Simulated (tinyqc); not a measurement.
Rise against time: self-heating of a transistor with one or more fingers, with temperature-dependent conductivity. Computed by tinyqc, a small Python program. Command: `OMP_NUM_THREADS=1 python tinyqc.py 3018414 3018415 out.jsonl selfheat walk`. One thread of a shared host (Intel(R) Xeon(R) Processor @ 2.30GHz), about 0.07 s of CPU time with the checks.

N long parallel fingers lie on the top face of a slab whose bottom is held at T_0; the top is otherwise insulated, and heat flows in two dimensions. P in W/mm is 1000 P in W/m.

Inputs (values chosen for the exercise, modelled on germanium):
```
quantity                                      value           unit
conductivity at the base temperature kappa_0     49        W/(m K)
power per gate width P                         0.25           W/mm
fingers N                                         2              -
finger pitch s                                   11     micrometre
width of the heat source w                     0.25     micrometre
substrate thickness t                            48     micrometre
heat capacity C                                1.68  1e6 J/(m^3 K)
pulse length                                    6.3    microsecond
```

Power: power rises with temperature.

Method:
- A line source of power P on the top face raises the top at distance x by (P/(pi kappa_0)) g(x), g(x) = -ln tanh(pi x/(4 t)) (the image sum for the slab). On a strip of width w the centre sees the mean of g over the strip, g_0 = 1 + ln(8 t/(pi w)) for w much below t.
- theta_i = (P/(pi kappa_0)) [g_0 + sum over j != i of g(|i - j| s)], with equal powers and constant conductivity; thermal resistance = largest theta/P.
- After switching on, theta(tau) = (P D/kappa_0) int_0^tau X(u) Z(u) du at the hottest finger, D = kappa_0/C; X = sum over fingers at distance x of [erf((x + w/2)/r) - erf((x - w/2)/r)]/(2 w), Z = sum_(j=-200..200) (-1)^j exp(-(2 j t/r)^2)/sqrt(pi D u), r = 2 sqrt(D u); trapezoid rule on 300 points evenly spaced in ln u from u_0 = 1e-3 min(tau, w^2/D) to tau, plus the exact piece 2 sqrt(u_0/(pi D))/w below u_0. Conductivity and power are held at their base values here, and Fourier's law is used even where the diffusion length is near a phonon free path.

diffusivity D = 29.1667 micrometre^2/microsecond

theta of each finger (K): 14.4828  14.4828

largest theta = 14.4828 K

Heating curve:
```
time (microsecond)  sqrt(D time) (micrometre)  rise (K)  share of the steady rise
7.90e-05                             0.048002     1.094                   0.07553
7.90e-04                              0.15179    2.6412                    0.1824
0.0079                                0.48002    4.4707                    0.3087
0.079                                  1.5179    6.3363                    0.4375
0.79                                   4.8002    8.3136                     0.574
3.9                                    10.665    10.311                     0.712
16                                     21.602    12.449                    0.8596
47                                     37.025    13.924                    0.9614
120                                    59.161    14.443                    0.9972
```

What follows from these numbers?

Half the steady rise is reached between 0.079 and 0.79 microseconds, and the last row holds 99.7 % of it; the slowest time constant is 4 t^2/(pi^2 D) = 32.0 microseconds. While the diffusion length lies between w and the pitch or thickness, the rise grows as the logarithm of time; once it nears the pitch of 11 micrometre the neighbours add their heat.

Extremes, crossings and ranges named in words are read from the listed rows.
